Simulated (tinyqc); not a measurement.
## Gap difference from the gain at two temperatures

Inverse problem. When back injection limits the gain, beta = b exp(-dE/(kB T)) with dE the gap reduction of the emitter less that of the base and b constant. Find dE and beta at 300 K.

Constants: q = 1.602176634e-19 C, kB = 1.380649e-23 J/K. Results are converted to the units shown.

T (K): 273  425
beta: 59.071326  86.384800

Answer. ln beta is a straight line in 1/T with slope -dE/kB.

dE = 0.0250 eV
beta at 300 K = 65.0

Program tinyqc, `OMP_NUM_THREADS=1 python tinyqc.py 2320094 2320095 out.jsonl`; Intel Xeon 2.30GHz, shared host, one thread, about 0.01 s.
